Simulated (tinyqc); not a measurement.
Thresholds of impact ionisation and Auger recombination from band masses: sweeps and comparisons. A value that a table varies takes the place of the one given here.

Parabolic bands, no phonon. At threshold the three slow carriers share one velocity. With M their total mass and m4 the mass of the fast carrier, the fast carrier has the kinetic energy E_T = G M/(M - m4) and the slow ones together E_a = G m4/(M - m4), the activation energy of the Auger rate. CCCH (fast electron): G = Eg, M = 2 me + mh, m4 = me. CHHS (hole into the split-off band): G = Eg - Dso, M = 2 mh + me, m4 = ms; this form holds for Eg > Dso (below, the process needs about Dso - Eg and is marked by a dash). CHHL (hole into the light band): G = Eg, M = 2 mh + me, m4 = ml. CHHH (fast heavy hole): G = Eg, M = 2 mh + me, m4 = mh.

Non-parabolic fast electron: E (1 + alpha E) = c k^2/me with alpha = (1 - me)^2/Eg; the slow carriers stay parabolic, so E_T = Eg + me E_T (1 + alpha E_T)/M, M = 2 me + mh (the root between Eg and 1.9 Eg).

Constants: kB = 8.617333262e-05 eV/K; hc = 1239.841984 eV nm.

Inputs chosen for the exercise (near those of InAs, gap at low temperature and not tied to T; the results hold for these values, not for the real material):
```
symbol  value   unit  meaning
Eg      0.412   eV    gap at Gamma to the s-like level
Dso     0.398   eV    spin-orbit splitting
me      0.0255  m0    electron mass at Gamma
mh      0.38    m0    heavy-hole mass
ms      0.136   m0    split-off mass
ml      0.027   m0    light-hole mass
T       300     K     temperature
```

## The gap of an alloy series

Eg is varied with me and ml proportional to it; mh, ms and Dso are kept. E_a of three processes; wavelength hc/Eg.

Results:
```
Eg (eV)  wavelength (micrometre)      me  CCCH (meV)  CCCH non-parabolic (meV)  CHHS (meV)  CHHL (meV)  log10 exp(-E_a/kT), non-parabolic
0.124                      10.00  0.0077         2.5                       5.1           -         1.3                              -0.09
0.206                       6.02  0.0127         6.7                      14.1           -         3.7                              -0.24
0.309                       4.01  0.0191        14.8                      32.2           -         8.2                              -0.54
0.412                       3.01  0.0255        25.9                      57.9         2.9        14.7                              -0.97
0.515                       2.41  0.0319        39.9                      91.7        24.3        22.9                              -1.54
0.659                       1.88  0.0408        63.9                     153.1        53.4        37.6                              -2.57
0.824                       1.50  0.0510        97.5                     245.4        85.8        58.8                              -4.12
```

E_a of CCCH goes nearly as Eg^2 (power 1.94 over the table), as both G and me grow; the non-parabolic value goes with the power 2.05, and its Boltzmann factor spans 4.0 decades; rows with E_a far above kT are formal, since phonon-assisted processes and side valleys rule there. CHHS is resonant at Eg = Dso = 0.398 eV, with no activation, and is the easiest process near there; it has the lowest E_a of the parabolic values for Eg = 0.412 eV.

## The mass ratio

mu = me/mh is varied; thresholds in units of Eg for ionisation started by an electron, (1 + 2 mu)/(1 + mu), and by a heavy hole, (2 + mu)/(1 + mu).

Results:
```
mu     electron (Eg)  hole (Eg)  electron (eV)  hole (eV)
0.031         1.0301     1.9699          0.424      0.812
0.067         1.0628     1.9372          0.438      0.798
0.088         1.0809     1.9191          0.445      0.791
0.240         1.1935     1.8065          0.492      0.744
0.470         1.3197     1.6803          0.544      0.692
1.000         1.5000     1.5000          0.618      0.618
1.300         1.5652     1.4348          0.645      0.591
```

The two thresholds add up to 3 Eg in every row and are equal, 3/2 Eg, at mu = 1. The lighter carrier has the lower threshold; in the first row the two differ by 0.387 eV, which would favour one carrier in avalanche multiplication. Real ionisation rates depend on the whole band structure and can be nearly equal although the edge masses differ.

## What each parameter does

Activation energies. Each row changes one parameter from the base and keeps the others.

Results:
```
case             CCCH (meV)  CCCH non-parabolic (meV)  CHHL (meV)
base                  25.91                     57.92       14.67
Eg = 0.4532 eV        28.50                     63.71       16.13
Dso = 0.3582 eV       25.91                     57.92       14.67
me = 0.0281 m0        28.37                     64.16       14.62
mh = 0.418 m0         23.69                     52.25       13.33
ms = 0.1496 m0        25.91                     57.92       14.67
ml = 0.0297 m0        25.91                     57.92       16.19
```

The largest shifts from the base row, up to three for each result and ties (the steps differ in size, so this ranks the rows, not the parameters). CCCH (meV): Eg +2.59, me +2.46, mh -2.22; unchanged at the printed digits by Dso, ms and ml. CCCH non-parabolic (meV): me +6.24, Eg +5.79, mh -5.66; unchanged at the printed digits by Dso, ms and ml. CHHL (meV): ml +1.52, Eg +1.47, mh -1.34; unchanged at the printed digits by Dso and ms.

Program tinyqc; command `OMP_NUM_THREADS=1 python tinyqc.py 1850296 1850297 out.jsonl`; about 0.01 s on one thread of a shared Intel(R) Xeon(R) Processor @ 2.30GHz.
